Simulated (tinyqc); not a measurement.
Worked calculation: ROHF in the sto-6g basis, for H3, spin multiplicity 2. One step of it, computed by the program tinyqc.

Task: Iteration 2: building the Fock matrix. J_ij = sum D_kl (ij|kl) with D = D(alpha) + D(beta), K_ij = sum D_kl (ik|jl) for each spin; F = H + J - K(s); E = tr D H + tr D J / 2 - 0.5 sum_s tr D(s) K(s) + E_nn.

D(alpha) after iteration 1, lower triangle:
```
          1H 1s      2H 1s     3H 1s
1H 1s  0.373721
2H 1s  0.254290   0.685315
3H 1s  0.254290  -0.339264  0.685315
```

D(beta) after iteration 1, lower triangle:
```
          1H 1s     2H 1s     3H 1s
1H 1s  0.373721
2H 1s  0.254290  0.173026
3H 1s  0.254290  0.173026  0.173026
```

core Hamiltonian H = T + V (hartree), lower triangle:
```
           1H 1s      2H 1s      3H 1s
1H 1s  -1.186800
2H 1s  -0.404239  -1.008666
3H 1s  -0.404239  -0.040019  -1.008666
```

Two-electron integrals (ij|kl) in chemists' order, unique and non-zero (hartree):
```
(11|11) 0.774999   (21|11) 0.144364   (21|21) 0.040789   (22|11) 0.351693
(22|21) 0.144364   (22|22) 0.774999   (31|11) 0.144364   (31|21) 0.025690
(31|22) 0.065263   (31|31) 0.040789   (32|11) 0.012239   (32|21) 0.002838
(32|22) 0.008861   (32|31) 0.002838   (32|32) 0.000245   (33|11) 0.351693
(33|21) 0.065263   (33|22) 0.179729   (33|31) 0.144364   (33|32) 0.008861
(33|33) 0.774999
```

nuclear repulsion = 0.89873847 hartree

Give: Coulomb J; exchange K(alpha); exchange K(beta); F(alpha); F(beta); total energy of this density.

Result:

Coulomb J (hartree), lower triangle:
```
       1H 1s  2H 1s  3H 1s
1H 1s  1.473
2H 1s  0.355  1.293
3H 1s  0.355  0.030  1.293
```

exchange K(alpha) (hartree), lower triangle:
```
       1H 1s   2H 1s  3H 1s
1H 1s  0.475
2H 1s  0.241   0.615
3H 1s  0.241  -0.005  0.615
```

exchange K(beta) (hartree), lower triangle:
```
       1H 1s  2H 1s  3H 1s
1H 1s  0.459
2H 1s  0.201  0.227
3H 1s  0.201  0.078  0.227
```

F(alpha) (hartree), lower triangle:
```
        1H 1s   2H 1s   3H 1s
1H 1s  -0.189
2H 1s  -0.291  -0.331
3H 1s  -0.291  -0.005  -0.331
```

F(beta) (hartree), lower triangle:
```
        1H 1s   2H 1s  3H 1s
1H 1s  -0.174
2H 1s  -0.250   0.057
3H 1s  -0.250  -0.088  0.057
```

total energy of this density = -1.38900 hartree
